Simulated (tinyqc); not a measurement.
Inside a calculation. Method: tight binding, dimerised chain. One step of it, computed by the program tinyqc.

Problem. Levels at k. Diagonalise the Hermitian matrix.

H(k) at k (eV):
```
                     A                    B
A             0.210000  -3.340576+1.246536i
B  -3.340576-1.246536i            -0.210000
```

Give: eigenvalues; weights |c|^2 of the basis functions.

Solution.

eigenvalues (eV): -3.5717  3.5717

weights |c|^2 of the basis functions:
```
   band 1  band 2
A  0.4706  0.5294
B  0.5294  0.4706
```
